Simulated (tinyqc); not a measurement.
Gain factor and gap resistance from two string resistances.

Question. At small bit-line voltage each of the 96 cells has the resistance 1/(K x) at overdrive x (no mobility reduction) in series with a gap resistance Rg. Find K, Rg and the share of the gaps at the higher overdrive.

resistance of a string of 96 equal cells at overdrives of 3.9 and 8.1 V (kohm): 3630.0034  1857.2905

Solution. The resistance per cell is a straight line in 1/x with slope 1/K and intercept Rg.

K = 7.200 uA/V^2
Rg = 2.200 kohm
share of the gaps = 11.37 %

Program tinyqc, `OMP_NUM_THREADS=1 python tinyqc.py 2142149 2142150 out.jsonl`; Intel Xeon 2.30GHz, shared host, one thread, about 0.4 s.
